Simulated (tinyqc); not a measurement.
Two-band k.p model of the X valleys of a zinc-blende crystal, step by step. Values are carried at full precision from step to step, so a last printed digit may differ when a step is redone from the rounded ones.

With x = D/D0: for x < 1 the minima lie at k_m = sqrt(ml D0 (1 - x^2)/(4 c)), the hump at X has the height dE = (D0/4)(1 - x)^2 and the mass at the minimum is ml/(1 - x^2); the mass at X is ml/(1 - 1/x), negative for x < 1. For x > 1 the minimum is at X.

Constants: hbar^2/2m0 = 3.80998211 eV angstrom^2; kB = 8.617333262e-05 eV/K.

Parameters, chosen for this exercise (of the order of those of cubic SiC; shifted at random, so the results belong to these values and not to a real crystal):
- D = 3.007 eV (splitting of the two conduction levels at X)
- D0 = 1.174 eV (coupling energy)
- ml = 0.45 m0 (mass along the axis from remote bands)
- k = 0.12 1/angstrom (wave vector from X)
- kmax = 0.12 1/angstrom (end of the path)
- mt = 0.236 m0 (transverse mass)
- T = 50 K (temperature)

## Shape of the lower band

Give x, k_m, dE and both masses.

x = 2.5613
k_m = 0.00000 1/angstrom
dE = 0.000 meV
mass at the minimum = 0.738 m0
mass at X = 0.738 m0

The splitting wins, so the minimum stays at X, with a mass raised by a factor of 1.64 through the repulsion from the upper band.

## The matrix at one k

k along the valley axis, counted from X, c = hbar^2/2m0, e = c k^2/ml. H = [[e - D/2, i P k], [-i P k, e + D/2]] with P^2 = D0 c/ml, so E = e -/+ sqrt(D^2/4 + D0 e). For D = 0 (diamond lattice) the bands cross at X.

Give P, the matrix, its levels and the weight of the lower X state in the lower band.

P = 3.1527 eV angstrom

H (eV):
```
          1        2
1   -1.3816  0.3783i
2  -0.3783i   1.6254
```

levels (eV): -1.4285  1.6723

weight = 0.9849

## Dispersion along the axis

Nine points; energies of the lower band from its minimum, against a parabola about the minimum with the mass there.

Results:
```
k (1/angstrom)  lower band (meV)  parabola (meV)  gap to the upper band (eV)
0.0000                      0.00            0.00                      3.0070
0.0150                      1.16            1.16                      3.0085
0.0300                      4.65            4.64                      3.0129
0.0450                     10.47           10.45                      3.0204
0.0600                     18.63           18.58                      3.0307
0.0750                     29.14           29.03                      3.0440
0.0900                     42.04           41.80                      3.0601
0.1050                     57.33           56.90                      3.0790
0.1200                     75.05           74.32                      3.1007
```

At kmax the band lies at 75.0 meV and the parabola at 74.3 meV: far from X the curvature returns to 1/ml, so the band is steeper than the parabola of the minimum.

## Thermal masses

Thermal masses along the axis for one X point, lower band, E from the minimum, on 1601 points from -0.8 to 0.8 1/angstrom: density-of-states mass m_d = c I^2/(pi kT), I = integral of exp(-E/kT) dk; conductivity mass m_c = 2 c kT/<(dE/dk)^2> with central differences.

Give m_d, m_c and Nc = 3 x 2 (kT/(4 pi c))^(3/2) mt sqrt(m_d) for three X points; 1 angstrom^-3 = 1e24 cm^-3.

m_d = 0.738 m0
m_c = 0.737 m0
Nc = 1.038e+18 cm^-3

The edge mass is 0.738, and at this temperature the thermal masses hardly differ from it.

## Checks

- Thermal masses without coupling against ml: both 0.4500.

(tinyqc, `OMP_NUM_THREADS=1 python tinyqc.py 1850712 1850713 out.jsonl`, Intel(R) Xeon(R) Processor @ 2.30GHz, 1 thread, shared host, about 0.01 s.)
